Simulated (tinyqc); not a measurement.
Inside a calculation. Method: inverse iteration on a symmetric matrix. One step of it, computed by the program tinyqc.

Question. Step 2. solve (A - shift) w = v; v' = w/|w| with its largest component positive (the first on a tie); lambda = v'^T A v'.

A, lower triangle:
```
,1,2,3,4
1,1.133000
2,0.054000,3.930000
3,0.130000,-0.029000,4.071000
4,-0.169000,0.052000,0.036000,4.959000
```

vector after step 1: 0.997627  -0.024718  -0.048848  0.041759

shift = 1.130000

Give: vector after step 2; Rayleigh quotient after step 2.

Answer.

vector after step 2: 0.9978  -0.0204  -0.0447  0.0446

Rayleigh quotient after step 2 = 1.1185
